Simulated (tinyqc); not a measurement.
Deep-level transient spectroscopy (DLTS) of one majority-carrier trap: one step, computed by the program tinyqc.

A filling pulse loads the traps in a one-sided junction; under reverse bias they empty at the rate e, and the capacitance relaxes as C(t) = C_0 - dC exp(-e t). The signal is S = [C(t_2) - C(t_1)]/dC.

Problem. Emission rate at T. e = g sigma v N_b exp(-E/k_B T), v = sqrt(3 k_B T/m), N_b = 2 M (2 pi m k_B T/h^2)^(3/2), sigma = sigma_0, E = E_t.

Inputs (values chosen for the exercise, for a model semiconductor): density-of-states mass m = 0.0807 m_0; valleys M = 1; trap depth E_t = 0.689 eV; cross-section sigma_0 = 5.4e-14 cm^2; degeneracy ratio g = 1; temperature T = 314 K.

Carriers: electrons. Extra term: none.

Constants: k_B = 8.617333262e-05 eV/K; k_B = 1.380649e-23 J/K; m_0 = 9.1093837015e-31 kg; h = 6.62607015e-34 J s.

Give: thermal velocity v; N_b; sigma; E; emission rate e.

Solution.

thermal velocity v = 4.2062e+07 cm/s

N_b = 6.1602e+17 cm^-3

sigma = 5.40e-14 cm^2

E = 0.689 eV

emission rate e = 12.225 1/s
